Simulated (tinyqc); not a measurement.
Inside a calculation. Method: empirical pseudopotential in a few plane waves. One step of it, computed by the program tinyqc.

Problem. Bloch Hamiltonian at G. Basis: the 15 shortest G (labels in 2 pi/a), the same at every k. H(G,G') = c |k + G|^2 delta + VS(|G-G'|^2) cos((G-G').tau) + i VA sin((G-G').tau), tau = a/8 (1,1,1); 1 Ry = 13.605693 eV.

Parameters chosen for this model: fcc lattice, atoms at +/- a/8 (1,1,1); form factors in rydberg at |G|^2 in units of (2 pi/a)^2:
```
parameter,value,unit
a,6.030000,angstrom
VS(3),-0.222000,Ry
VS(8),0.016000,Ry
VS(11),0.086000,Ry
VA(3),0.061000,Ry
VA(4),0.030000,Ry
VA(11),0.004000,Ry
hbar^2/2m (2 pi/a)^2,4.136643,eV
```

k point G (2 pi / a): 0  0  0

Give: H(k) at G.

Solution.

H(k) at G (eV), lower triangle (Hermitian):
```
,+0+0+0,-1-1-1,-1-1+1,-1+1-1,-1+1+1,+1-1-1,+1-1+1,+1+1-1,+1+1+1,-2+0+0,+0-2+0,+0+0-2,+0+0+2,+0+2+0,+2+0+0
+0+0+0,0.0000
-1-1-1,2.1358-0.5869i,12.4099
-1-1+1,-2.1358-0.5869i,0.0000+0.4082i,12.4099
-1+1-1,-2.1358-0.5869i,0.0000+0.4082i,0.2177,12.4099
-1+1+1,-2.1358+0.5869i,-0.2177,0.0000+0.4082i,0.0000+0.4082i,12.4099
+1-1-1,-2.1358-0.5869i,0.0000+0.4082i,0.2177,0.2177,0.0000,12.4099
+1-1+1,-2.1358+0.5869i,-0.2177,0.0000+0.4082i,0.0000,0.2177,0.0000+0.4082i,12.4099
+1+1-1,-2.1358+0.5869i,-0.2177,0.0000,0.0000+0.4082i,0.2177,0.0000+0.4082i,0.2177,12.4099
+1+1+1,2.1358+0.5869i,0.0000,-0.2177,-0.2177,0.0000+0.4082i,-0.2177,0.0000+0.4082i,0.0000+0.4082i,12.4099
-2+0+0,0.0000-0.4082i,-2.1358+0.5869i,-2.1358-0.5869i,-2.1358-0.5869i,2.1358-0.5869i,0.8274-0.0385i,-0.8274-0.0385i,-0.8274-0.0385i,-0.8274+0.0385i,16.5466
+0-2+0,0.0000-0.4082i,-2.1358+0.5869i,-2.1358-0.5869i,0.8274-0.0385i,-0.8274-0.0385i,-2.1358-0.5869i,2.1358-0.5869i,-0.8274-0.0385i,-0.8274+0.0385i,0.2177,16.5466
+0+0-2,0.0000-0.4082i,-2.1358+0.5869i,0.8274-0.0385i,-2.1358-0.5869i,-0.8274-0.0385i,-2.1358-0.5869i,-0.8274-0.0385i,2.1358-0.5869i,-0.8274+0.0385i,0.2177,0.2177,16.5466
+0+0+2,0.0000+0.4082i,-0.8274-0.0385i,2.1358+0.5869i,-0.8274+0.0385i,-2.1358+0.5869i,-0.8274+0.0385i,-2.1358+0.5869i,0.8274+0.0385i,-2.1358-0.5869i,-0.2177,-0.2177,0.0000,16.5466
+0+2+0,0.0000+0.4082i,-0.8274-0.0385i,-0.8274+0.0385i,2.1358+0.5869i,-2.1358+0.5869i,-0.8274+0.0385i,0.8274+0.0385i,-2.1358+0.5869i,-2.1358-0.5869i,-0.2177,0.0000,-0.2177,0.2177,16.5466
+2+0+0,0.0000+0.4082i,-0.8274-0.0385i,-0.8274+0.0385i,-0.8274+0.0385i,0.8274+0.0385i,2.1358+0.5869i,-2.1358+0.5869i,-2.1358+0.5869i,-2.1358-0.5869i,0.0000,-0.2177,-0.2177,0.2177,0.2177,16.5466
```
